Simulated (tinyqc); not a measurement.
Inside a calculation: smearing for a one-band metal on the simple cubic lattice. Values are carried at full precision from step to step, so a last printed digit may differ when a step is redone from the rounded ones.

Lattice vectors (units of a): a1 = (1, 0, 0), a2 = (0, 1, 0), a3 = (0, 0, 1). E(k) = -t A_1(k) - t2 A_2(k), A_m the sum of cos(k . R) over the 6 nearest and 12 second lattice vectors. Mesh k = sum (j_i/N) b_i, j_i = 0 .. N-1.

Parameters, chosen for this exercise: t = 1.21 eV (nearest hopping); t2 = 0.04 eV (second hopping); N = 4 (unshifted mesh); ne = 1.53 (electrons per cell); sigma = 0.363 eV (width).

## Levels on the mesh

Evaluate the band and collect equal energies with their counts.

Distinct levels:
```
E_k (eV)  points
-7.7400        1
-5.0000        6
-2.4200       12
-2.2600        3
0.0000         8
0.1600        12
2.4200        12
2.5800         3
4.6800         6
6.7800         1
```

10 distinct levels; the mean spacing is 1.613 eV.

## Fermi level with Methfessel-Paxton (first order) smearing

With x = (E_k - mu)/sigma: Methfessel-Paxton (first order) f = erfc(x)/2 - x exp(-x^2)/(2 sqrt(pi)), s = (1 - 2 x^2) exp(-x^2)/(4 sqrt(pi)). With weights w = points/N^d (d the dimension), mu solves 2 sum w f = ne; E = 2 sum w f E_k, S = 2 sum w s, F = E - sigma S.

Weights w = points/total. Bisection from the lowest and highest level; ten steps are shown.

Bisection:
```
step  low (eV)  high (eV)  mu (eV)  electrons
1      -7.7400     6.7800  -0.4800     0.6730
2      -0.4800     6.7800   3.1500     1.7864
3      -0.4800     3.1500   1.3350     1.3125
4       1.3350     3.1500   2.2425     1.3620
5       2.2425     3.1500   2.6963     1.7507
6       2.2425     2.6963   2.4694     1.5666
7       2.2425     2.4694   2.3559     1.4517
8       2.3559     2.4694   2.4127     1.5078
9       2.4127     2.4694   2.4410     1.5372
10      2.4127     2.4410   2.4268     1.5225
```

## Occupations and energies

Converge mu, then list x, f and s of each level and form the sums.

mu = 2.4341 eV

x, f and s of each level:
```
E_k (eV)       x       f       s
-7.7400   -28.03  1.0000  0.0000
-5.0000   -20.48  1.0000  0.0000
-2.4200   -13.37  1.0000  0.0000
-2.2600   -12.93  1.0000  0.0000
0.0000     -6.71  1.0000  0.0000
0.1600     -6.26  1.0000  0.0000
2.4200     -0.04  0.5329  0.1404
2.5800      0.40  0.1884  0.0812
4.6800      6.19  0.0000  0.0000
6.7800     11.97  0.0000  0.0000
```

E = -1.7096 eV
S = 0.0603
F = -1.7315 eV
(E + F)/2 = -1.7205 eV

Levels with f between 0.001 and 0.999: 2. For this scheme F itself has no term in sigma^2, so F is the estimate of the energy at zero width. That argument needs a smooth density of states, and the number of distinct levels within 2 sigma of mu is only 2, so it may fail on this mesh.

## Checks

- The slope dF/d sigma by finite differences against -S: both -0.060270.
- The slope dF/d ne by finite differences against mu (eV): both 2.4341.

Program tinyqc; command `OMP_NUM_THREADS=1 python tinyqc.py 1682137 1682138 out.jsonl`; about 0.3 s on one thread of a shared Intel(R) Xeon(R) Processor @ 2.30GHz.
